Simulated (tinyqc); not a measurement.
Formation energy of a charged point defect from supercell energies. Changing the growth condition x. Computed by tinyqc, a small Python program. Command: `OMP_NUM_THREADS=1 python tinyqc.py 3004497 3004498 out.jsonl formation sweep`. One thread of a shared host (Intel(R) Xeon(R) Processor @ 2.30GHz), about 0.01 s of CPU time with the checks.

The host is a compound AB. Making the defect adds n_A = 1, n_B = 0 atoms to the cell. All total energies are inputs. E_F is counted from the valence-band maximum (VBM); x = 0 is A-rich and x = 1 B-rich growth.

Inputs (values chosen for the exercise, with gap and screening modelled on AlN):
```
quantity                      value      unit
E_VBM of the host cell        5.965        eV
potential alignment dV       -0.059        eV
dielectric constant eps        8.34         -
cell length L                  21.3  angstrom
mu_A of the pure element     -5.234        eV
formation enthalpy dH of AB      -5        eV
Fermi level E_F                0.77        eV
temperature T                   800         K
site density N_s              5e+22     cm^-3
```

Defect: A interstitial. Supercell lattice: fcc.

charge states q: 0  -1  -2  -3

E(defect, q) - E(host), in the order of q (eV): -1.287  5.451  11.963  19.186

Constants: e^2/(4 pi eps_0) = 14.39964548 eV angstrom; k_B = 8.617333262e-05 eV/K.

Method:
- dmu_A = x dH and dmu_B = (1 - x) dH, so that dmu_A + dmu_B = dH; mu = mu(element) + dmu.
- The reservoir term is sum n_i mu_i.
- Image-charge correction of a point charge in a neutralising background: E_corr = q^2 alpha e^2/(4 pi eps_0) / (2 eps L), alpha = 2.888282 for a fcc array with L the cube root of the volume.
- E_f(q, E_F) = [E(defect, q) - E(host)] - sum n_i mu_i + q (E_VBM + dV + E_F) + E_corr(q).
- E_f(q, E_F) = E_f(q, 0) + q E_F.
- c_q = N_s exp(-E_f(q, E_F)/k_B T), with all degeneracy factors one and no vibrational entropy.

One run for each value:
```
growth condition x  lowest formation energy (eV)  total concentration (cm^-3)  sum n_i mu_i (eV)
0.000                                      3.947                    7.365e-03             -5.234
0.125                                      4.572                    8.508e-07             -5.859
0.250                                      5.197                    9.829e-11             -6.484
0.375                                      5.822                    1.135e-14             -7.109
0.500                                      6.447                    1.312e-18             -7.734
0.625                                      7.072                    1.515e-22             -8.359
0.750                                      7.697                    1.751e-26             -8.984
0.875                                      8.322                    2.022e-30             -9.609
1.000                                      8.947                    2.336e-34            -10.234
```

Over the rows, lowest formation energy (eV) rises from 3.95 to 8.95; total concentration (cm^-3) falls from 0.00736 to 2.34e-34; sum n_i mu_i (eV) falls from -5.23 to -10.2. E_f is linear in x, with slope +5.000 eV.

Extremes, crossings and ranges named in words are read from the listed rows.
